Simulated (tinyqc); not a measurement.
Inside a calculation: Slater-Koster d bands of a bcc metal. Values are carried at full precision from step to step, so a last printed digit may differ when a step is redone from the rounded ones.

Slater-Koster d bands. For a bond with direction cosines (l, m, n) the 5 x 5 block is dds Ps + ddp Pp + ddd (1 - Ps - Pp), the projectors on sigma, pi and delta states about the bond; for instance <xy|xy> = 3 l^2 m^2 dds + (l^2 + m^2 - 4 l^2 m^2) ddp + (n^2 + l^2 m^2) ddd, <xy|yz> = 3 l m^2 n dds + l n (1 - 4 m^2) ddp + l n (m^2 - 1) ddd and <3z2-r2|3z2-r2> = (n^2 - (l^2 + m^2)/2)^2 dds + 3 n^2 (l^2 + m^2) ddp + (3/4)(l^2 + m^2)^2 ddd. H(k) sums the blocks times cos(k.R) over the neighbours; the d level is the zero of energy; k in 2 pi/a.

Values chosen for the exercise (of the size met in W; shifted at random, so the results belong to these values and not to a real crystal): dds = -1.306 eV (dd sigma); ddp = 0.757 eV (dd pi); ddd = -0.052 eV (dd delta); f2 = 0.487 (factor on all three integrals for second neighbours); Es = 5.8 eV (s level); sss = -1.15 eV (ss sigma); sds = -0.51 eV (sd sigma); k = (0.37, 0.25, 0) 2 pi/a (wave vector); Nd = 5 (d electrons per atom).

## The block of one bond

Direction (1,1,1)/sqrt3; its eigenvalues must be dds once, ddp twice and ddd twice.

block (eV):
```
             xy       yz       zx    x2-y2   3z2-r2
xy      -0.2902  -0.5079  -0.5079        0  -0.3114
yz      -0.5079  -0.2902  -0.5079  -0.2697   0.1557
zx      -0.5079  -0.5079  -0.2902   0.2697   0.1557
x2-y2         0  -0.2697   0.2697   0.4873        0
3z2-r2  -0.3114   0.1557   0.1557        0   0.4873
```

## Levels at Gamma

Neighbours: eight at (a/2)(1,1,1) and equivalents, and six at a(1,0,0) and equivalents with the integrals times f2.

Summing the blocks at k = 0 gives E(t2g) = (8/3) dds + (16/9) ddp + (32/9) ddd + f2 (4 ddp + 2 ddd), E(eg) = (16/3) ddp + (8/3) ddd + f2 (3 dds + 3 ddd).

levels (eV): t2g (threefold) -0.8978, eg (twofold) 1.9146

The t2g level lies lower, by 2.8124 eV.

## The Hamiltonian at one k

An s orbital at Es couples to nearest neighbours alone: <s|s> = sss, <s|xy> = sqrt3 l m sds (cyclic), <s|x2-y2> = (sqrt3/2)(l^2 - m^2) sds, <s|3z2-r2> = (n^2 - (l^2 + m^2)/2) sds.

Sum over the neighbours.

H(k) (eV):
```
             s       xy      yz       zx    x2-y2   3z2-r2
s       3.2164   1.5287       0        0        0        0
xy      1.5287  -1.2074       0        0        0   1.6166
yz           0        0  0.1200   2.6368        0        0
zx           0        0  2.6368  -0.4194        0        0
x2-y2        0        0       0        0   1.7059  -0.3620
3z2-r2       0   1.6166       0        0  -0.3620   0.0665
```

## Levels and character

Diagonalise H; t2g is xy, yz, zx and eg the other two.

levels (eV): -2.8002  -2.6004  0.8003  1.8159  2.5008  3.7657

weights:
```
     band 1  band 2  band 3  band 4  band 5  band 6
s     0.000   0.048   0.075   0.012   0.000   0.865
t2g   1.000   0.691   0.188   0.010   1.000   0.112
eg    0.000   0.262   0.737   0.979   0.000   0.023
```

## Levels at points of symmetry

Coordinates: G (0, 0, 0), H (1, 0, 0), N (0.5, 0.5, 0), P (0.5, 0.5, 0.5); the others lie half way.

Levels (eV):

| k | band 1 | band 2 | band 3 | band 4 | band 5 | band 6 |
|---|---|---|---|---|---|---|
| G | -3.400 | -0.898 | -0.898 | -0.898 | 1.915 | 1.915 |
| G-H 0.5 | -1.883 | -0.051 | -0.051 | 0.560 | 1.525 | 5.800 |
| H | -5.883 | -5.883 | 3.746 | 3.746 | 3.746 | 15.000 |
| N | -4.012 | -3.934 | 1.081 | 1.883 | 4.114 | 6.568 |
| P | -1.424 | -1.424 | -1.424 | 1.984 | 1.984 | 5.800 |
| P-G 0.5 | -2.553 | -2.553 | 0.836 | 1.674 | 1.674 | 3.763 |
| G-N 0.5 | -2.455 | -2.168 | 0.905 | 1.608 | 1.899 | 1.929 |

On these points the bands run from -5.883 (H) to 15.000 eV (H).

## Second moment and the rectangular band

mu2 = z (dds^2 + 2 ddp^2 + 2 ddd^2)/5 per orbital, with z = 8 + 6 f2^2. A rectangular band with the same mu2 has width W = sqrt(12 mu2), Fermi level W (Nd/10 - 1/2) and bond energy -W Nd (10 - Nd)/20 (Friedel).

mu2 = 5.3846 eV^2
W = 8.0383 eV
Fermi level = 0.0000 eV
bond energy per atom = -10.0479 eV

The bond energy is the attractive part alone; the repulsion between atoms, left out, cancels a large share of it in the cohesive energy.

## Checks

- Levels at Gamma from the formulas against H(0): they agree to 1e-10 or better.
- Second moment from the formula against the mean square level on the mesh: both 5.38458.

Computed by tinyqc, a small Python program: `OMP_NUM_THREADS=1 python tinyqc.py 1480309 1480310 out.jsonl` (the numbers bound the seed that draws the inputs); one thread of a shared host (Intel(R) Xeon(R) Processor @ 2.30GHz), about 0.03 s for the whole set of steps.
